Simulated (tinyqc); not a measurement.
Worked calculation: plane-wave Kohn-Sham cycle with exchange-only LDA in a layered model solid. One step of it, computed by the program tinyqc.

Problem. Iteration 2: Hamiltonian at one k. H(m,m') = (k + G_m)^2/2 delta + V(G_m - G_m'), with V(-G) = V(G).

A solid whose potential varies along x alone (atomic units):
```
parameter                      value
period a                   11.100000
cross-section of the cell  37.000000
electrons per cell                 4
grid points                       16
plane waves -n..n, n               3
k points                           3
V1 in V1 cos(2 pi x/a)     -0.530000
V2 in V2 cos(4 pi x/a)     -0.010000
```

V(G_m), m = 0, 1, 2, ... (hartree): [-0.178430, -0.090870, 0.008950, 0.000257, 0.000444, -0.000096, 0.000333]

k = 0.000000 2 pi / a

Give: H.

Solution.

H (hartree), order -3, -2, -1, +0, +1, +2, +3:
```
[[1.263, -0.091, 0.009, 0.000, 0.000, 0.000, 0.000],
 [-0.091, 0.462, -0.091, 0.009, 0.000, 0.000, 0.000],
 [0.009, -0.091, -0.018, -0.091, 0.009, 0.000, 0.000],
 [0.000, 0.009, -0.091, -0.178, -0.091, 0.009, 0.000],
 [0.000, 0.000, 0.009, -0.091, -0.018, -0.091, 0.009],
 [0.000, 0.000, 0.000, 0.009, -0.091, 0.462, -0.091],
 [0.000, 0.000, 0.000, 0.000, 0.009, -0.091, 1.263]]
```
